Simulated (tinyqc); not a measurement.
# Isotype n-N heterojunction, non-linear Poisson equation by Newton steps, Boltzmann statistics, step by step

tinyqc, about 0.02 s, one thread, Intel Xeon 2.30GHz (shared host): `OMP_NUM_THREADS=1 python tinyqc.py 2040094 2040095 out.jsonl` Printed values are rounded.

One dimension, material 1 (n-type) at x < 0 and material 2 (n-type) at x > 0. Band edges: Ec = -psi in material 1 and -psi + dEc in material 2, Ev = Ec - Eg. Equilibrium, Fermi level at 0. n = Nc F((EFn - Ec)/Vt), p = Nv F((Ev - EFp)/Vt), with F(eta) = exp(eta) (Boltzmann statistics); full ionisation, no interface charge, classical densities; the doping types are chosen for the exercise.

Inputs (values chosen for the exercise); band and dielectric values close to those of CdS and CdTe: temperature T = 400 K; band gap of material 1 Eg1 = 2.44 eV; relative permittivity of material 1 er1 = 8.87; conduction-band density of states of material 1 Nc1 = 3.45e18 cm^-3; valence-band density of states of material 1 Nv1 = 2.73e19 cm^-3; band gap of material 2 Eg2 = 1.52 eV; relative permittivity of material 2 er2 = 10.2; conduction-band density of states of material 2 Nc2 = 1.24e18 cm^-3; valence-band density of states of material 2 Nv2 = 2.73e19 cm^-3; conduction-band offset Ec2 - Ec1 dEc = 0.11 eV; donor density of material 1 N1 = 6.4e16 cm^-3; donor density of material 2 N2 = 5.8e16 cm^-3; bias of side 1 against side 2 V = 0 V.

Constants: q = 1.602176634e-19 C, kB = 1.380649e-23 J/K, Vt = kB T/q, eps0 = 8.8541878128e-14 F/cm where lengths are in cm. Results are converted to the units shown.

## Offsets and end potentials

dEv = Ev1 - Ev2 = Eg2 - Eg1 - dEc. Neutrality of the majority carriers far from the junction: Nc1 F(psi_L/Vt) = N1 and Nc2 F((V + psi_R - dEc)/Vt) = N2. Total bending psi_R - psi_L.

dEv = -1.03 eV
psi_L = -0.137438 V
psi_R = 0.00444030 V
psi_R - psi_L = 0.141878 V

The alignment is staggered (type II): dEc and dEv have opposite signs.

## Permittivity of the intervals

x, node 0 to 10 (nm): -155  -114  -79.2  -50.8  -27.4  -8  8  31.5  66.1  117  192

er1 or er2; the interface lies midway in its interval, which gets the series value 2 er1 er2/(er1 + er2).

eps_r, interval 0 to 9: 8.87  8.87  8.87  8.87  8.87  9.48862  10.2  10.2  10.2  10.2

## Couplings between neighbouring nodes

a_i = eps0 eps_r/h_i for the interval from node i to i + 1, with h_i = x_(i+1) - x_i in cm.

coupling a_i, interval 0 to 9 (F/cm^2): 1.91553e-7  2.25680e-7  2.76537e-7  3.35627e-7  4.04828e-7  5.25088e-7  3.84309e-7  2.61019e-7  1.77432e-7  1.20417e-7

## Starting potential

material, node 0 to 10: 1  1  1  1  1  1  2  2  2  2  2

psi_L + (psi_R - psi_L)(1 + tanh(x/s))/2 on the inner nodes with s = 29 nm, psi_L and psi_R on the ends.

psi at the start, node 0 to 10 (V): -0.137438  -0.137383  -0.136838  -0.133293  -0.118811  -0.085586  -0.047411  -0.010067  0.002969  0.004396  0.004440

## Iteration 1: densities, residual and Jacobian diagonal

n_i = Nc F(a_n), a_n = (V - Ec_i)/Vt; p_i = Nv F(a_p), a_p = (Ec_i - Eg)/Vt; rho_i = p_i - n_i + C_i with C = +N1 or +N2; g_i = (n_i + p_i)/Vt. Box widths w_i = (h_(i-1) + h_i)/2 in cm. Residual F_i = a_i (psi_(i+1) - psi_i) - a_(i-1) (psi_i - psi_(i-1)) + q rho_i w_i; Jacobian: a_(i-1) and a_i beside the diagonal, b_i = -a_(i-1) - a_i - q g_i w_i on it. The two end nodes are fixed.

```
node   n (cm^-3)    p (cm^-3)
0         6.4e16  2.66167e-10
1     6.41015e16  2.65746e-10
2     6.51232e16  2.61577e-10
3     7.21777e16  2.36011e-10
4     1.09865e17  1.55051e-10
5     2.88057e17  5.91366e-11
6     1.28863e16      185.480
7     3.80748e16      62.7753
8     5.55769e16      43.0064
9     5.79253e16      41.2628
10        5.8e16      41.2097
```

```
node  residual F (C/cm^2)  diagonal b (F/cm^2)
1             5.09305e-11          -1.54647e-6
2             2.88693e-10          -1.45875e-6
3             4.86535e-10          -1.48109e-6
4             -7.13557e-9          -1.83328e-6
5             -5.69444e-8          -3.29981e-6
6              8.58145e-9          -1.02769e-6
7             -1.67483e-9          -1.15945e-6
8             -1.49010e-9          -1.54280e-6
9            -1.72453e-10          -1.99274e-6
```

## Iteration 1: Newton step

Solve the tridiagonal system a_(i-1) d_(i-1) + b_i d_i + a_i d_(i+1) = -F_i for nodes 1 to 9, with d = 0 on fixed nodes. Half of the step is added while the largest |d| exceeds 1.5 Vt, the full step after that.

Newton step d, before damping, node 1 to 9 (V): 0.0000189  -0.0000963  -0.0015674  -0.0082871  -0.0186029  -0.0020696  -0.0024466  -0.0014041  -0.0002116
psi after iteration 1, node 0 to 10 (V): -0.137438  -0.137364  -0.136934  -0.134860  -0.127099  -0.104189  -0.049481  -0.012514  0.001565  0.004184  0.004440

## Course of the Newton iteration

Stop when the largest undamped |d| is below 1e-9 V, or after 80 iterations.

Course of the iteration:
```
iteration  largest |F| (C/cm^2)  largest |d| (V)  at node
1                       5.69e-8           0.0186        5
2                       1.00e-8          5.45e-3        5
3                      5.64e-10          3.52e-4        5
4                      2.11e-12          1.34e-6        5
5                      3.04e-17         1.93e-11        5
```

Converged in 5 iterations. Once the step is below 0.1 Vt, 2 more iteration(s) reach the threshold: near the solution the error is roughly squared each time.

## Band edges, densities and displacement

converged psi, node 0 to 10 (V): -0.137438  -0.137380  -0.137045  -0.135430  -0.129354  -0.109989  -0.052981  -0.013818  0.001314  0.004161  0.004440

Ec, Ev, n and p as defined; D = a_k (psi_(k+1) - psi_k) on the interval that holds the interface.

```
node   Ec (eV)   Ev (eV)   n (cm^-3)    p (cm^-3)
0     0.137438  -2.30256      6.4e16  2.66167e-10
1     0.137380  -2.30262  6.41065e16  2.65725e-10
2     0.137045  -2.30295  6.47328e16  2.63154e-10
3     0.135430  -2.30457  6.78383e16  2.51107e-10
4     0.129354  -2.31065  8.09162e16  2.10523e-10
5     0.109989  -2.33001  1.41913e17  1.20037e-10
6     0.162981  -1.35702  1.09637e16      218.008
7     0.123818  -1.39618  3.41494e16      69.9913
8     0.108686  -1.41131  5.29710e16      45.1221
9     0.105839  -1.41416  5.75324e16      41.5446
10    0.105560  -1.41444      5.8e16      41.2097
```

D = 29.9343 nC/cm^2

## Check against the first integral

Exact first integral: on each side D^2/(2 eps0 er) = G, G = q [Vt (nI_j - nI_b) + Vt (pI_j - pI_b) - C (psi_j - psi_b)], with C = +N1 or +N2, b the neutral end of that side, and nI, pI the densities themselves. D is continuous, so er1 G1(psi_j) = er2 G2(psi_j) fixes psi_j. Ends from Nc1 F(psi_L/Vt) = N1 and Nc2 F((V + psi_R - dEc)/Vt) = N2. D is counted positive when psi rises towards material 2.

psi_j = -0.0874930 V
D = 31.6971 nC/cm^2
psi_j - psi_L = 0.0499447 V
psi_R - psi_j = 0.0919333 V
Ec1 - EFn at the interface = 0.0874930 eV
Ec2 - EFn at the interface = 0.197493 eV

Material 2 takes 64.8 % of the bending. The 11-node mesh gave D = 29.93 nC/cm^2, 5.6 % below the exact value in size.
